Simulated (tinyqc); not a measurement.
# Worked calculation: current crowding under a contact, resistor ladder against the transmission-line model

tinyqc, about 0.01 s, one thread, Intel Xeon 2.30GHz (shared host): `OMP_NUM_THREADS=1 python tinyqc.py 2760172 2760173 out.jsonl` Printed values are rounded.

A metal contact of length d and width W on a thin layer of the same width. The metal has no resistance, the sheet resistance under it equals Rsh, and current enters the layer at the front edge x = 0.

Values chosen for this exercise: sheet resistance of the semiconductor layer Rsh = 430 ohm/sq; specific contact resistivity rc = 1.2e-7 ohm cm^2; contact length d = 0.067 um; contact width W = 9.4 um; cells n = 10; current I = 0.5 mA.

## Conductances of the ladder

Cut the contact into n cells of length hc = d/n. Neighbouring cell centres are joined by a = W/(Rsh hc), each centre joins the metal (0 V) by g = W hc/rc, and I enters cell 1 through half a cell: -a v_(i-1) + b_i v_i - a v_(i+1) = I for i = 1 and 0 otherwise, b_i = g + 2 a (g + a at both ends). Rc = v_1/I + 1/(2 a).

a = 3.26276 S
g = 0.00524833 S

```
cell,b_i (S)
1,3.26800
2,6.53076
3,6.53076
4,6.53076
5,6.53076
6,6.53076
7,6.53076
8,6.53076
9,6.53076
10,3.26800
```

## Voltages and the share of the current

Cut the contact into n cells of length hc = d/n. Neighbouring cell centres are joined by a = W/(Rsh hc), each centre joins the metal (0 V) by g = W hc/rc, and I enters cell 1 through half a cell: -a v_(i-1) + b_i v_i - a v_(i+1) = I for i = 1 and 0 otherwise, b_i = g + 2 a (g + a at both ends). Rc = v_1/I + 1/(2 a). Cell i passes g v_i to the metal.

```
cell,v_i (mV),share of the current (%)
1,9.95825,10.4528
2,9.82103,10.3088
3,9.69960,10.1813
4,9.59377,10.0703
5,9.50338,9.9754
6,9.42827,9.8965
7,9.36833,9.8336
8,9.32346,9.7865
9,9.29358,9.7552
10,9.27866,9.7395
```

Rc of the ladder = 20.0698 ohm

The first cell passes 10.5 % of the current and the last 9.74 %; an even spread would give 10.0 % each.

## The transmission-line result

Transfer length Lt = sqrt(rc/Rsh); front resistance Rc = (Rsh Lt/W) coth(d/Lt); end resistance Re = (Rsh Lt/W)/sinh(d/Lt). v(x) = I (Rsh Lt/W) cosh((d - x)/Lt)/sinh(d/Lt) at the cell centres x = (i - 1/2) d/n.

Lt = 0.167054 um
Rc = 20.0645 ohm
Re = 18.5523 ohm

```
cell,v(x) (mV)
1,9.95764
2,9.82041
3,9.69897
4,9.59314
5,9.50274
6,9.42763
7,9.36768
8,9.32281
9,9.29293
10,9.27800
```

The ladder's Rc is 0.026 % above this value, with cells 0.040 Lt long.
